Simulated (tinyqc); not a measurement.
Heavy doping: gap narrowing, degeneracy and the minority density: one step. Degeneracy of the majority band. Three cases, with inputs chosen for the exercise.

Problem. Solve for eta and form gam.

F_j(eta) = (1/Gamma(j + 1)) integral_0^infinity x^j dx/(1 + exp(x - eta)), which tends to exp(eta) for eta << 0.

Majority: N = Nv F_1/2(eta), eta the distance of EF beyond the majority band edge in kT. Degeneracy factor gam = F_1/2(eta)/exp(eta). ni0^2 = Nc Nv exp(-Eg/kT); product n p = ni0^2 gam exp(dEg/kT), dEg the true narrowing; apparent narrowing dEa = dEg + kT ln gam; minority density = n p/N.

Case 1.

Values chosen (out of a larger set: gap and densities of states near those of Si at this temperature; narrowing constants near the fits for Si; not measured data): N = 2e+19 1/cm^3 (ionised acceptors, equal to the majority density); Nv = 1.1e+19 1/cm^3 (valence-band density of states).

Case 2.

Values chosen (out of a larger set: gap and densities of states near those of Si at this temperature; narrowing constants near the fits for Si; not measured data): N = 2e+19 1/cm^3 (ionised acceptors, equal to the majority density); Nv = 1.41e+19 1/cm^3 (valence-band density of states).

Case 3.

Values chosen (out of a larger set: gap and densities of states near those of GaAs at this temperature; narrowing constants of the size fitted for Si, not for this material; not measured data): N = 5.7e+18 1/cm^3 (ionised acceptors, equal to the majority density); Nv = 9.57e+18 1/cm^3 (valence-band density of states).

Give: N/Nv; eta; gam.

Solution.

Case 1.

N/Nv = 1.818
eta = 1.2251
gam = 0.5340

Case 2.

N/Nv = 1.418
eta = 0.8415
gam = 0.6114

Case 3.

N/Nv = 0.5956
eta = -0.3093
gam = 0.8115

Computed by tinyqc, one run a case: `OMP_NUM_THREADS=1 python tinyqc.py N N+1 out.jsonl` with N = 1681546, 1681863, 1682419; one thread of a shared Intel(R) Xeon(R) Processor @ 2.30GHz, about 0.01 s a run at most.
